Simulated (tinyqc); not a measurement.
Inside a calculation. Model: specific resistance of a metal-semiconductor contact and its transmission-line measurement. Computed by tinyqc, a small Python program that keeps every step. Command: `OMP_NUM_THREADS=1 python tinyqc.py 3025414 3025415 out.jsonl contact walk`. One thread of a shared host (Intel(R) Xeon(R) Processor @ 2.30GHz), about 0.01 s of CPU time with the checks. Intermediate numbers are printed to about 5 digits and carried at full precision; extremes and crossings named in words are read from the listed rows.

The barrier is parabolic (depletion approximation), energies E are normal energies counted from the band edge in the neutral semiconductor (downwards for holes), and the bias is zero. xi is an input, held fixed when other inputs move.

Inputs (values chosen for the exercise, modelled on n-type germanium):

| quantity | value | unit |
|---|---|---|
| tunnelling mass m | 0.13 | m_0 |
| permittivity eps | 16 | - |
| Richardson constant A* | 143 | A/(cm^2 K^2) |
| barrier height phi_B | 0.43 | eV |
| doping N | 3.5e+19 | 1/cm^3 |
| Fermi level above the band edge in the bulk, xi | 0.067 | eV |
| temperature T | 200 | K |
| sheet resistance R_sh | 100 | ohm |
| contact length d | 1.8 | micrometre |
| contact width W | 0.51 | micrometre |

Image-force lowering: included.

Constants: hbar = 1.054571817e-34 J s; eps_0 = 8.8541878128e-12 F/m; m_0 = 9.1093837015e-31 kg; k_B = 8.617333262e-05 eV/K; e = 1.602176634e-19 C.

## Tunnelling energy and barrier

E_00 = (e hbar/2) sqrt(N/(eps eps_0 m)); band bending E_b = phi_B + xi; depletion width w = sqrt(2 eps eps_0 E_b/(e^2 N)). Image lowering d_phi = (e^3 N E_b/(8 pi^2 (eps eps_0)^3))^(1/4) (E_b in volts), and E_b - d_phi replaces E_b everywhere except in w.

E_00 = 76.160 meV

E_00/k_B T = 4.4190

depletion width = 5.0112 nm

barrier used, above the bulk band edge = 0.36339 eV

By the usual rule this is thermionic-field emission (0.5 to 5 k_B T).

## Transmission and supply

WKB transmission for E < E_b, with a = E/E_b: D = exp{-(E_b/E_00) [sqrt(1 - a) - a ln((1 + sqrt(1 - a))/sqrt(a))]}; D = 1 above. f = 1/(1 + exp((E - xi)/k_B T)).

E, D, f and D f at E/E_b = 0.05, 0.15, 0.3, 0.45, 0.6, 0.75, 0.9, 0.98:

| E/E_b | E (eV) | D | f | D f |
|---|---|---|---|---|
| 0.05 | 0.01817 | 0.01607 | 9.4445e-01 | 1.5176e-02 |
| 0.15 | 0.05451 | 0.03868 | 6.7366e-01 | 2.6056e-02 |
| 0.30 | 0.10902 | 0.10434 | 8.0326e-02 | 8.3812e-03 |
| 0.45 | 0.16353 | 0.22536 | 3.6818e-03 | 8.2975e-04 |
| 0.60 | 0.21803 | 0.41335 | 1.5633e-04 | 6.4620e-05 |
| 0.75 | 0.27254 | 0.65706 | 6.6155e-06 | 4.3468e-06 |
| 0.90 | 0.32705 | 0.90240 | 2.7990e-07 | 2.5259e-07 |
| 0.98 | 0.35612 | 0.99101 | 5.1814e-08 | 5.1348e-08 |

Among these points D f is largest at E/E_b = 0.15; for a non-degenerate tail the peak lies at E/E_b = 1/cosh^2(E_00/k_B T) = 0.001, but it cannot fall far below the Fermi level.

## Specific contact resistance

At zero bias 1/rho_c = (e A*/k_B^2) int D(E) f(E) dE, f = 1/(1 + exp((E - xi)/k_B T)); 200 Gauss-Legendre points from 0 to E_b, and k_B T ln(1 + exp((xi - E_b)/k_B T)) for the part above the barrier; the share of tunnelling is the part below.

specific contact resistance rho_c = 2.3325e-08 ohm cm^2

share of tunnelling = 100.000 %

rho_c by thermionic emission alone = 0.088654 ohm cm^2

Tunnelling lowers rho_c by a factor 3.80e6. The field-emission exponent (E_b - xi)/E_00 is 3.9, the thermionic one (E_b - xi)/k_B T is 17.2.

## Current crowding

Transmission-line model: transfer length L_T = sqrt(rho_c/R_sh); R_c = (R_sh L_T/W) coth(d/L_T). Limits: rho_c/(W d) for d << L_T, sqrt(rho_c R_sh)/W for d >> L_T.

transfer length L_T = 0.15273 micrometre

d/L_T = 11.786

contact resistance R_c = 29.946 ohm

R_c W = 15.273 ohm micrometre

short-contact limit = 2.5409 ohm

long-contact limit = 29.946 ohm

The contact is long: current crowds at the front edge, and more length does not help.

## A transmission-line measurement read back

Transmission-line model: transfer length L_T = sqrt(rho_c/R_sh); R_c = (R_sh L_T/W) coth(d/L_T). Two contacts a gap s apart give R = 2 R_c + R_sh s/W. A straight-line fit gives R_sh from the slope and R_c from the intercept; the simple reading takes L_x = R_c W/R_sh as the transfer length and rho_c = R_sh L_x^2.

Resistances:

| gap s (micrometre) | R (ohm) |
|---|---|
| 0.15 | 89.30 |
| 0.31 | 120.68 |
| 0.61 | 179.50 |
| 1.20 | 295.19 |
| 2.40 | 530.48 |

L_x = 0.15273 micrometre

rho_c by the simple reading = 2.3325e-08 ohm cm^2

simple reading over true value = 1.0000

The simple reading is right, since coth(d/L_T) is 1 for so long a contact.

Checks made by the program: closed WKB exponent against numerical integration over the parabolic barrier (relative difference below 1e-10).
